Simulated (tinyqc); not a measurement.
Reset of a mushroom phase-change cell, hemispherical electro-thermal model: amorphous thickness against current.

Current spreads from a hemispherical contact of radius r0 into a large dome with constant rho and ka: j = I/(2 pi r^2). With s = r0/r the steady rise is T - T0 = c (b s - s^2), c = I^2 rho/(8 pi^2 ka r0^2). The heat lost through the heater, (T(r0) - T0)/Rh, fixes b = (2 + g)/(1 + g), g = 1/(2 pi ka r0 Rh).

The peak lies at s = b/2 with the rise c b^2/4; melting starts at the current where that equals Tm - T0, and the molten shell spans the roots of s^2 - b s + (Tm - T0)/c = 0 (s at most 1). Electrical resistance rho/(2 pi r0).

Values chosen for this exercise; values of the order of Ge-Sb-Te and related chalcogenides: ambient temperature T0 = 300 K; melting point Tm = 897 K; radius of the heater contact r0 = 33 nm; resistivity of the hot chalcogenide rho = 6.3 mohm cm; its thermal conductivity ka = 1.56 W/(m K); thermal resistance of the path through the heater Rh = 20 K/uW.

Amorphous thickness against current:
```
I (uA),peak T (K),T at the contact (K),thickness of the melt (nm),power (uW)
1220,908.60,905.47,8.0338,452.24
1260,949.17,945.83,16.360,482.38
1310,1001.7,998.10,24.629,521.42
1390,1090.0,1086.0,36.938,587.05
1500,1220.0,1215.3,53.800,683.64
1630,1386.4,1380.8,74.558,807.28
1810,1639.6,1632.7,105.45,995.41
2010,1952.0,1943.5,143.08,1227.5
```

Read the table: what changes, and by how much?

The thickness rises from 8.03 to 143 nm; it opens as the square root of I - Im just above the melting current of 1210 uA. The contact itself melts from I = 1220 uA on among the rows. For I = 1810, 2010 the peak exceeds 1600 K, where the material would degrade.

Range of the model: Constant properties, no latent heat, thermoelectric terms, boundary resistance or heating in the heater itself.

Program tinyqc, `OMP_NUM_THREADS=1 python tinyqc.py 2490070 2490071 out.jsonl`; Intel Xeon 2.30GHz, shared host, one thread, about 0.01 s.
